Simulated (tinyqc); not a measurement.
# Two-diode model of a solar cell: what changes with what

J is the current delivered and Vj = V + J Rs the junction voltage. J = X JL - J01 (exp(Vj/(n1 Vt)) - 1) - J02 (exp(Vj/(2 Vt)) - 1) - Vj/Rp. The photocurrent does not depend on voltage.

Parameters, values chosen for the exercise; values of the order met in cells of germanium: temperature T = 300 K; photocurrent at one sun JL = 50.8 mA/cm^2; concentration X = 50 suns; saturation current of the first diode J01 = 2e-6 A/cm^2; ideality factor of the first diode n1 = 1; series resistance Rs = 0 ohm cm^2; shunt resistance Rp = 200 ohm cm^2; incident power at one sun Pin = 100 mW/cm^2; saturation current of the second diode (ideality 2) J02 = 2.6e-6 A/cm^2.

Constants: q = 1.602176634e-19 C, kB = 1.380649e-23 J/K, Vt = kB T/q. Results are converted to the units shown.

Each table varies one quantity; the others keep the values above.

## Effect of the concentration

Jsc at V = 0, Voc at J = 0, the maximum power point where J (1 + 2 Rs G) = G Vj with G = -dJ/dVj; FF = Vmp Jmp/(Voc Jsc); efficiency Vmp Jmp/(X Pin). Empirical fill factor without parasitics FF0 = (v - ln(v + 0.72))/(v + 1), v = Voc/(n1 Vt).

Effect of the concentration:
```
X (suns)	Jsc (mA/cm^2)	Voc (V)	Vmp (V)	Jmp (mA/cm^2)	FF	efficiency (%)	FF0
0.01	0.5080	0.08776	0.04664	0.2609	0.2729	1.217	0.4506
0.04	2.032	0.1643	0.1127	1.294	0.4366	3.645	0.5981
0.1	5.080	0.1964	0.1442	3.792	0.5481	5.468	0.6373
0.5	25.40	0.2427	0.1873	21.57	0.6553	8.080	0.6811
2	101.6	0.2796	0.2210	90.01	0.7001	9.944	0.7084
6	304.8	0.3083	0.2472	274.8	0.7229	11.32	0.7263
20	1016	0.3396	0.2760	927.6	0.7420	12.80	0.7433
80	4064	0.3755	0.3092	3749	0.7596	14.49	0.7601
300	1.524e4	0.4096	0.3411	1.416e4	0.7738	16.10	0.7740
```

What does the comparison show?

As X goes from 0.01 to 300, Voc rises from 0.0878 to 0.410 V, FF rises from 0.273 to 0.774 and the efficiency rises from 1.22 to 16.1 %. Voc gains 59.6 mV a decade at the top and 127 mV at the bottom (n1 Vt ln 10 = 59.5 mV). For X = 0.01, 0.04, 0.1, 0.5 v is below 10, outside the range of the formula for FF0. For X = 0.01, 0.04 the shunt carries over 0.3 of the photocurrent at open circuit, so it pulls Voc down and FF towards the 1/4 of a resistor.

## Effect of the saturation current of the second diode (ideality 2)

Same model as above.

The same in every row: Jsc (mA/cm^2) = 2540.

Result of one run:
```
J02 (A/cm^2)	Voc (V)	Vmp (V)	Jmp (mA/cm^2)	FF	efficiency (%)	FF0
8e-6	0.3632	0.2978	2335	0.7536	13.91	0.7546
```

What becomes of these results when the saturation current of the second diode (ideality 2) J02 is changed from 8e-6 to 9e-7 A/cm^2, all else the same?

Result of the changed run:
```
J02 (A/cm^2)	Voc (V)	Vmp (V)	Jmp (mA/cm^2)	FF	efficiency (%)	FF0
9e-7	0.3633	0.2979	2336	0.7542	13.92	0.7547
```

The whole series:
```
J02 (A/cm^2)	Voc (V)	Vmp (V)	Jmp (mA/cm^2)	FF	efficiency (%)	FF0
9e-8	0.3633	0.2980	2336	0.7542	13.92	0.7547
3e-7	0.3633	0.2980	2336	0.7542	13.92	0.7547
9e-7	0.3633	0.2979	2336	0.7542	13.92	0.7547
3e-6	0.3633	0.2979	2335	0.7540	13.91	0.7547
8e-6	0.3632	0.2978	2335	0.7536	13.91	0.7546
3e-5	0.3630	0.2974	2331	0.7519	13.86	0.7545
8e-5	0.3624	0.2963	2324	0.7481	13.77	0.7543
0.0003	0.3599	0.2919	2293	0.7324	13.39	0.7531
```

As J02 goes from 9e-8 to 0.0003, Voc falls from 0.363 to 0.360 V, FF falls from 0.754 to 0.732 and the efficiency falls from 13.9 to 13.4 %. Voc changes by -4.39 mV a decade between the last two rows and -0.00460 mV between the first two.

Computed by the program tinyqc: `OMP_NUM_THREADS=1 python tinyqc.py 2280130 2280131 out.jsonl`, one thread of a shared Intel Xeon 2.30GHz, about 0.01 s for the whole run.
